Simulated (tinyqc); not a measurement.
Inside a calculation. Method: G0W0 on RHF in the sto-6g basis, for BeH2, spin multiplicity 1. One step of it, computed by the program tinyqc.

Task: G0W0 on Hartree-Fock: LUMO. W(p,q,m) = sqrt2 sum_ia (pq|ia) (X+Y)_ia,m; Sigma_c(x) = sum_(i,m) W^2/(x - e_i + w_m) + sum_(a,m) W^2/(x - e_a - w_m); solve x = e_p + Sigma_c(x) by Newton steps; Z = 1/(1 - dSigma/dx); 1 hartree = 27.211386 eV.

orbital energies (hartree): MO1 -4.587707, MO2 -0.469328, MO3 -0.435785, MO4 0.205817, MO5 0.206908, MO6 0.491668, MO7 1.014668

Two-electron integrals over orbitals (pq|rs), unique and non-zero (hartree):
```
(11|11) 2.280336    (21|11) -0.202800   (21|21) 0.028176    (22|11) 0.498193
(22|21) -0.006915   (22|22) 0.405496    (31|31) 0.006405    (32|31) 0.014960
(32|32) 0.166445    (33|11) 0.468633    (33|21) -0.002565   (33|22) 0.419027
(33|33) 0.441845    (41|11) 0.018393    (41|21) -0.002301   (41|22) 0.001811
(41|33) 0.001014    (41|41) 0.016171    (42|11) -0.006588   (42|21) 0.000851
(42|22) 0.005360    (42|33) 0.004764    (42|41) 0.015050    (42|42) 0.049508
(43|31) -0.000046   (43|32) 0.004713    (43|43) 0.015426    (44|11) 0.569677
(44|21) -0.007843   (44|22) 0.372393    (44|33) 0.361651    (44|41) -0.002424
(44|42) -0.010581   (44|44) 0.451044    (51|51) 0.016052    (52|51) 0.015197
(52|52) 0.049574    (53|53) 0.015209    (54|51) -0.001503   (54|52) -0.003905
(54|54) 0.024546    (55|11) 0.570046    (55|21) -0.007777   (55|22) 0.372927
(55|33) 0.361857    (55|41) 0.000556    (55|42) -0.002853   (55|44) 0.401494
(55|55) 0.450117    (61|11) -0.185431   (61|21) 0.026659    (61|22) -0.007154
(61|33) -0.004138   (61|41) -0.000995   (61|42) 0.001707    (61|44) -0.004573
(61|55) -0.004284   (61|61) 0.025647    (62|11) 0.109601    (62|21) -0.007254
(62|22) -0.027534   (62|33) -0.049537   (62|41) 0.001625    (62|42) -0.000931
(62|44) 0.047815    (62|55) 0.048696    (62|61) -0.004160   (62|62) 0.077136
(63|31) -0.003148   (63|32) -0.095384   (63|43) -0.003818   (63|63) 0.082206
(64|11) 0.006195    (64|21) 0.000303    (64|22) 0.002217    (64|33) -0.000599
(64|41) 0.016014    (64|42) 0.046348    (64|44) -0.003580   (64|55) 0.002000
(64|61) 0.001609    (64|62) 0.008321    (64|64) 0.050365    (65|51) 0.016307
(65|52) 0.047440    (65|54) -0.002861   (65|65) 0.051425    (66|11) 0.490214
(66|21) -0.007044   (66|22) 0.403894    (66|33) 0.414061    (66|41) 0.003806
(66|42) 0.011482    (66|44) 0.371397    (66|55) 0.372858    (66|61) -0.006411
(66|62) -0.034662   (66|64) 0.007797    (66|66) 0.419013    (71|31) 0.011894
(71|32) 0.020928    (71|43) -0.000359   (71|63) -0.002500   (71|71) 0.022673
(72|31) 0.003080    (72|32) -0.047164   (72|43) -0.005019   (72|63) 0.061531
(72|71) 0.006785    (72|72) 0.057597    (73|11) 0.135841    (73|21) -0.005207
(73|22) -0.009423   (73|33) -0.023581   (73|41) -0.000419   (73|42) -0.007396
(73|44) 0.055820    (73|55) 0.055661    (73|61) -0.003171   (73|62) 0.072000
(73|64) 0.002252    (73|66) -0.027901   (73|73) 0.081721    (74|31) -0.001416
(74|32) -0.012619   (74|43) 0.013540    (74|63) 0.007145    (74|71) -0.002284
(74|72) 0.001719    (74|74) 0.017385    (75|53) 0.013829    (75|75) 0.016267
(76|31) 0.011693    (76|32) 0.143629    (76|43) 0.005411    (76|63) -0.095465
(76|71) 0.016434    (76|72) -0.058599   (76|74) -0.010871   (76|76) 0.141039
(77|11) 0.585061    (77|21) -0.008957   (77|22) 0.436395    (77|33) 0.455564
(77|41) 0.000329    (77|42) 0.000813    (77|44) 0.394706    (77|55) 0.394260
(77|61) -0.008963   (77|62) -0.041740   (77|64) -0.003656   (77|66) 0.443641
(77|73) -0.016877   (77|77) 0.499008
```

excitation energies w (hartree): 0.671518  0.672424  0.767178  0.768676  1.052219  1.067533  1.613131  1.630540  4.825798  4.826667  5.130436  5.647557

X + Y:
```
            1         2          3          4          5          6          7          8
1>4  0.000000  0.000000  -0.011912   0.000000   0.000000  -0.001465   0.000000   0.000220
1>5  0.000000  0.000000   0.000000  -0.012040   0.000000   0.000000   0.000000   0.000000
1>6  0.000000  0.000000  -0.001234   0.000000   0.000000   0.002405   0.000000   0.003143
1>7  0.000224  0.000000   0.000000   0.000000   0.002829   0.000000  -0.004596   0.000000
2>4  0.000000  0.000000   0.937977   0.000000   0.000000   0.005424   0.000000  -0.009063
2>5  0.000000  0.000000   0.000000   0.937935   0.000000   0.000000   0.000000   0.000000
2>6  0.000000  0.000000  -0.003807   0.000000   0.000000   0.923352   0.000000   0.176554
2>7  0.011147  0.000000   0.000000   0.000000  -0.234198   0.000000   0.940272   0.000000
3>4  0.977355  0.000000   0.000000   0.000000  -0.009151   0.000000  -0.006310   0.000000
3>5  0.000000  0.977643   0.000000   0.000000   0.000000   0.000000   0.000000   0.000000
3>6  0.015821  0.000000   0.000000   0.000000   0.920340   0.000000   0.149448   0.000000
3>7  0.000000  0.000000   0.021006   0.000000   0.000000  -0.267981   0.000000   0.917784

             9        10         11         12
1>4   0.996618  0.000000  -0.006246   0.000000
1>5   0.000000  0.996663   0.000000   0.000000
1>6   0.006628  0.000000   0.994988   0.000000
1>7   0.000000  0.000000   0.000000   0.995988
2>4   0.001786  0.000000   0.000169   0.000000
2>5   0.000000  0.001804   0.000000   0.000000
2>6   0.000275  0.000000  -0.000644   0.000000
2>7   0.000000  0.000000   0.000000   0.001363
3>4   0.000000  0.000000   0.000000  -0.000030
3>5   0.000000  0.000000   0.000000   0.000000
3>6   0.000000  0.000000   0.000000  -0.000290
3>7  -0.000121  0.000000  -0.000782   0.000000
```

Give: The 12 largest terms at x = e_p; Newton steps; quasiparticle energy of the LUMO; Hartree-Fock value.

Result:

The 12 largest terms at x = e_p (hartree; W for the signs of X + Y given):
```
q  m        W       term
4  8   0.0845    -0.0044
6  3   0.0612    -0.0036
2  3   0.0652     0.0029
4  6   0.0412    -0.0016
3  1   0.0212   3.41e-04
7  1   0.0189  -2.41e-04
4  3  -0.0126  -2.06e-04
6  9   0.0227  -1.01e-04
2  9   0.0214   8.29e-05
6  6   0.0103  -7.90e-05
1  3   0.0197   6.96e-05
1  9   0.0228   5.41e-05
```

Newton steps (hartree):
```
step       x  Sigma_c(x)       Z
0     0.2058     -0.0067  0.9896
1     0.1992     -0.0066  0.9897
2     0.1992     -0.0066  0.9897
```

quasiparticle energy of the LUMO = 5.4206 eV

Hartree-Fock value = 5.6006 eV
